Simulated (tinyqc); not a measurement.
# Off-state leakage of single and stacked transistors: two studies

n-channel devices of unit width. Subthreshold current I(Vg, Vs, Vd) = I0 (T/300 K)^0.5 exp[(Vg - Vs - VT(T) - gb (Vs - Vb) + dd (Vd - Vs))/(nf Vt)] (1 - exp(-(Vd - Vs)/Vt)), VT(T) = VT - cT (T - 300 K). Gate-edge tunnelling Ig (Vd/1 V) exp(ag (Vd - 1 V)), for a gate at 0 V, and band-to-band leakage Ab u exp(-Bb/u), u = Vd - Vb + 1 V, flow at a drain held at V; both are taken as independent of T. In a stack of off transistors (all gates at 0 V) the same subthreshold current passes through each.

Inputs (values chosen for the exercise); values of the order met in bulk silicon logic transistors: temperature T = 398 K; supply voltage V = 0.8 V; threshold at 300 K, zero drain and body bias VT = 0.44 V; fall of the threshold with temperature cT = 0.7 mV/K; current at threshold at 300 K I0 = 0.75 uA/um; slope factor nf = 1.37; drain-induced lowering per volt dd = 0.1; rise of the threshold per volt of source-body bias gb = 0.11; gate-edge tunnelling current at 1 V Ig = 2e-5 uA/um; exponential slope of the gate current ag = 5.8 1/V; prefactor of band-to-band leakage at the drain Ab = 100 uA/(um V); its exponential voltage Bb = 29 V; body voltage Vb = 0 V.

Constants: q = 1.602176634e-19 C, kB = 1.380649e-23 J/K, Vt = kB T/q. Results are converted to the units shown.

Each table varies one quantity; the others keep the values above.

## Subthreshold current against the height of the stack

All n gates at 0 V, bottom source at 0 V, top drain at V; node voltages follow from equal currents.

Subthreshold current against the height of the stack:
columns A: n; B: I (nA/um); C: reduction factor; D: drain voltage of the bottom device (mV); E: source voltage of the top device (mV); F: voltage across the top device (V)
```
A         B       C       D       E        F
1    1.7501  1.0000  800.00       0  0.80000
2   0.31478  5.5598  66.619  66.619  0.73338
3   0.17314  10.108  24.819  89.832  0.71017
4   0.11965  14.627  15.471  104.18  0.69582
5  0.091489  19.129  11.272  114.60  0.68540
6  0.074091  23.621  8.8750  122.79  0.67721
```

The second transistor cuts the current by a factor of 5.56, the third by a further 1.82 and the sixth by 1.23. The top device keeps 84.7 % of the supply at n = 6, while the drain voltage of the bottom one falls to 0.259 Vt.

## Leakage components against the supply voltage

Same model as above.

One transistor with Vg = Vs = 0, Vd = V; stack factor I(one)/I(two in series).

Leakage components against the supply voltage:
```
V (V)  subthreshold (nA/um)  gate edge (nA/um)  band-to-band (nA/um)  total (nA/um)  stack factor  largest part
0.5                  0.9242           5.502e-4              6.022e-4         0.9254         3.464  subthreshold
0.6                   1.143           0.001179              0.002150          1.147         4.027  subthreshold
0.7                   1.415           0.002457              0.006636          1.424         4.717  subthreshold
0.8                   1.750           0.005016               0.01813          1.773         5.560  subthreshold
0.9                   2.165            0.01008               0.04467          2.220         6.589  subthreshold
1                     2.679            0.02000                0.1009          2.800         7.847  subthreshold
1.1                   3.314            0.03929                0.2113          3.565         9.381  subthreshold
1.2                   4.100            0.07656                0.4146          4.591         11.25  subthreshold
1.3                   5.072             0.1481                0.7688          5.989         13.53  subthreshold
1.4                   6.275             0.2849                 1.357          7.917         16.32  subthreshold
```

Read the table: what changes, and by how much?

As V goes from 0.5 to 1.4, the total leakage rises from 0.925 to 7.92 nA/um. The subthreshold part leads at V = 0.5 and in all other rows. The reduction by a stack of two rises from 3.46 to 16.3, for the subthreshold part alone.

Numbers from tinyqc (`OMP_NUM_THREADS=1 python tinyqc.py 2242130 2242131 out.jsonl`; about 0.03 s on one thread of a shared Intel Xeon 2.30GHz).
